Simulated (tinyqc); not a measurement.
Wafer bonding and layer transfer: bond energy, gap closing, particles, bonding of dissimilar wafers and hydrogen blisters: one step, computed by the program tinyqc.

gamma is the energy per area of each of the two surfaces; plates are isotropic.

Question. Void around a particle. E' = E1/(1 - nu^2), equal wafers assumed. Void radius in the plate regime: R_v = [(2/3) E' t1^3/gamma]^(1/4) h^(1/2). Below h_crit = 5 sqrt(t1 gamma/E') the wafers deform locally and R_v is of the order of h (taken as h).

Inputs (values chosen for the exercise, for model wafers):

| quantity | value | unit |
|---|---|---|
| Young's modulus E1 | 148 | GPa |
| Poisson ratio nu | 0.19 | - |
| thickness t1 | 525 | micrometre |
| thickness t2 | 200 | micrometre |
| crack length L | 4.3 | mm |
| particle radius h | 0.51 | micrometre |

bond energy gamma = 2.051264 J/m^2

Give: critical particle radius; void radius.

Answer.

critical particle radius = 0.4187 micrometre

void radius = 1171 micrometre

The void is 2300 times the particle. Caution: the crack is short against the thickness, so root rotation and shear add to the beam formula.
